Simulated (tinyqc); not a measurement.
Ballistic transport through the one-dimensional subbands of a rectangular nanowire or nanosheet channel: one step, computed by the program tinyqc.

Hard walls, parabolic subbands, transport along x. Energies are counted from the bulk conduction band edge at the top of the barrier, which the gate pulls down by U; the source Fermi level lies at the bulk edge when U = 0.

Question. Conductance, capacitance and scattering. Linear conductance G = (2 e^2/h) sum_i g f(eta_i), g = 2, f = 1/(1 + exp(-eta_i)), with the barrier frozen at the eta_i above; current per perimeter I/(2(a + b)); with scattering, transmission lambda/(lambda + L) and low-bias resistance (1 + L/lambda)/G.

Inputs (values chosen for the exercise, modelled on silicon):
```
quantity                                   value  unit
height a                                     4.3    nm
width b                                      5.9    nm
temperature T                                300     K
mean free path for back-scattering lambda    140    nm
channel length L                              24    nm
```

Valleys: silicon [100] wire.

Occupation:
```
subband      eta_i    n_i (1/nm)  I_i (microampere)
1         2.631483  6.648414e-01       1.424562e+00
2         1.095200  3.985644e-01       1.101435e+00
3         0.040917  2.231603e-01       7.160297e-01
4        -0.280828  1.791075e-01       5.949851e-01
5        -0.645355  2.989432e-01       4.684721e-01
6        -2.574209  2.477384e-02       9.205546e-02
7        -3.966211  6.370411e-03       2.396495e-02
8        -4.276691  4.684472e-03       1.764230e-02
9        -5.784942  1.043531e-03       3.939537e-03
10       -6.556777  4.827726e-04       1.823237e-03
```

ballistic current I = 4.444908 microampere

Constants: e = 1.602176634e-19 C; h = 6.62607015e-34 J s.

Give: open modes sum g f; ballistic conductance; current per perimeter; transmission; low-bias resistance with scattering.

Answer.

open modes sum g f = 6.149

ballistic conductance = 476.4 microsiemens

current per perimeter = 217.9 microampere/micrometre

transmission = 0.8537

low-bias resistance with scattering = 2.459 kiloohm

Even without scattering the wire has h/(2 e^2 M) = 2.10 kiloohm, which sits in the contacts.
